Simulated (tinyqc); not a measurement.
Inside a calculation. Model: two-band model of a narrow-gap semiconductor with electrons and holes. Computed by tinyqc, a small Python program that keeps every step. Command: `OMP_NUM_THREADS=1 python tinyqc.py 3024995 3024996 out.jsonl bipolar walk`. One thread of a shared host (Intel(R) Xeon(R) Processor @ 2.30GHz), about 0.06 s of CPU time with the checks. Intermediate numbers are printed to about 6 digits and carried at full precision; extremes and crossings named in words are read from the listed rows.

Two parabolic bands with acoustic scattering (r = -1/2, a = 0), a gap that does not change with T, and fully ionised dopants. Melting is ignored, so values above the melting point are formal, and kappa_L does not change with T. eta_n = (E_F - E_c)/(k_B T), eta_p = -eta_n - E_g/(k_B T).

Inputs (values chosen for the exercise, modelled on InAs):
```
quantity                              value        unit
electron mass m_n                     0.023         m_0
hole mass m_p                          0.42         m_0
electron mobility parameter mu_300,n  27000  cm^2/(V s)
hole mobility parameter mu_300,p        460  cm^2/(V s)
temperature exponent p                  1.5           -
band gap E_g                           0.33          eV
net doping N                          4e+17      1/cm^3
lattice thermal conductivity kappa_L     22     W/(m K)
temperature T                           370           K
```

Doping: p-type.

Constants: k_B = 8.617333262e-05 eV/K; m_0 = 9.1093837015e-31 kg; k_B = 1.380649e-23 J/K; hbar = 1.054571817e-34 J s; e = 1.602176634e-19 C.

## Fermi level

With x = E/(k_B T), a = alpha k_B T (0 for a parabolic band), G = x (1 + a x), D = 1 + 2 a x and <y> = int y f (1 - f) dx, f = 1/(1 + exp(x - eta)): tau = tau_0 G^r/D; transport function s = G^(3/2 + r)/D^2; n = N_0 <G^(3/2)> with N_0 = (2 m k_B T)^(3/2)/(3 pi^2 hbar^3). Integrals over x = E/(k_B T) use 160 Gauss-Legendre points in u = sqrt(x) from 0 to sqrt(max(eta, 0) + 32). Neutrality: p - n = N, with n = N_0(m_n) <x^(3/2)> at eta_n and p = N_0(m_p) <x^(3/2)> at eta_p.

eta_n = -7.21305

eta_p = -3.13692

## Each band alone

sigma = e mu_0 N_0 <s> with mu_0 = e tau_0/m = mu_300 (T/300 K)^(-p); |S| = (k_B/e)(<x s>/<s> - eta); Lorenz number L = (k_B/e)^2 (<x^2 s>/<s> - (<x s>/<s>)^2); kappa_e = L sigma T; zT = S^2 sigma T/(kappa_L + kappa_e). Hall factor r_H = <x^(3/2)> <x^(1/2)>/<s>^2.

Partial coefficients:
```
band       sigma (S/cm)  |S| (microvolt/K)  L (1e-8 V^2/K^2)  density (1/cm^3)  Hall factor
electrons      0.209823            793.951           1.48531       8.83247e+13      1.17804
holes           16.0942            444.506           1.49306       4.00088e+17      1.17509
```

The minority carriers have the larger |S|, since the Fermi level lies farther from their band; they carry 1.3 % of the conductivity.

## Both bands together

Both bands together (these totals replace the one-band zT): sigma = sigma_n + sigma_p; S = (sigma_p |S_p| - sigma_n |S_n|)/sigma; kappa_bip = (sigma_n sigma_p/sigma)(|S_n| + |S_p|)^2 T; kappa_e = (L_n sigma_n + L_p sigma_p) T; zT = S^2 sigma T/(kappa_L + kappa_e + kappa_bip); weak-field R_H = (r_p sigma_p^2/p - r_n sigma_n^2/n)/(e sigma^2), where the Hall factors r_n and r_p are <x^(3/2)> <x^(1/2)>/<s>^2.

conductivity sigma = 16.3040 S/cm

Seebeck coefficient S = 428.567 microvolt/K

bipolar thermal conductivity = 0.0117541 W/(m K)

kappa_e = 0.00900623 W/(m K)

zT = 0.00503154

Hall coefficient R_H = 4.07537 cm^3/C

The minority band lowers |S| from 445 to 429 microvolt/K, and bipolar flow adds 0.053 % of the thermal conductivity.

## The maximum of |S| and the Goldsmid-Sharp gap

T_max maximises |S| of the majority sign between 150 and 1200 K; the Goldsmid-Sharp estimate is E_g = 2 e |S_max| T_max.

T_max = 356.460 K

|S_max| = 429.793 microvolt/K

Goldsmid-Sharp gap = 0.306409 eV

estimate over true gap = 0.928511

The estimate is 0.93 times the true gap. The weighted-mobility ratio of majority to minority carriers, mu m^(3/2), is 1.33.

## Against temperature

The formulas are those given above.

The same sample:
```
T (K)   n (1/cm^3)   p (1/cm^3)  sigma (S/cm)  S (microvolt/K)  kappa_bip (W/(m K))         zT  R_H (cm^3/C)
150    1.44070e+06  4.00000e+17        61.264          329.343          1.29520e-09  0.0045279        18.208
200    2.06133e+09  4.00000e+17        40.116          365.813          9.85174e-07  0.0048776        18.267
250    1.87366e+11  4.00000e+17        28.830          394.230          5.57469e-05  0.0050892        18.268
300    4.18598e+12  4.00004e+17        22.003          416.717          8.55361e-04  0.0052077        17.623
350    4.13395e+13  4.00041e+17        17.589          429.553          6.17547e-03  0.0051595        11.556
400    2.42755e+14  4.00243e+17        14.846          414.017          2.71825e-02  0.0046193       -19.072
500    3.18849e+15  4.03188e+17        15.158          163.121          1.66364e-01  0.0009093      -223.536
600    1.86665e+16  4.18666e+17        29.424         -146.143          2.86317e-01  0.0016899      -203.060
750    1.01228e+17  5.01228e+17        87.022         -217.572          3.07850e-01  0.0137877       -60.321
900    2.73609e+17  6.73609e+17       165.399         -191.411          3.35724e-01  0.0241629       -23.833
1050   5.22772e+17  9.22772e+17       239.303         -168.271          3.85551e-01  0.0312114       -12.603
1200   8.34895e+17  1.23490e+18       302.324         -152.025          4.46717e-01  0.0363727        -7.887
```

Among the rows where S keeps the majority sign, zT is largest at 300 K and |S| at 350 K. Among these rows sigma is least at 400 K; at higher T thermal pairs outweigh the falling mobility. R_H changes sign between 350 and 400 K. S changes sign between 500 and 600 K. kappa_bip reaches 0.447 W/(m K) at the last row, 0.0203 times kappa_L.

Checks made by the program: neutrality (relative difference below 1e-10).
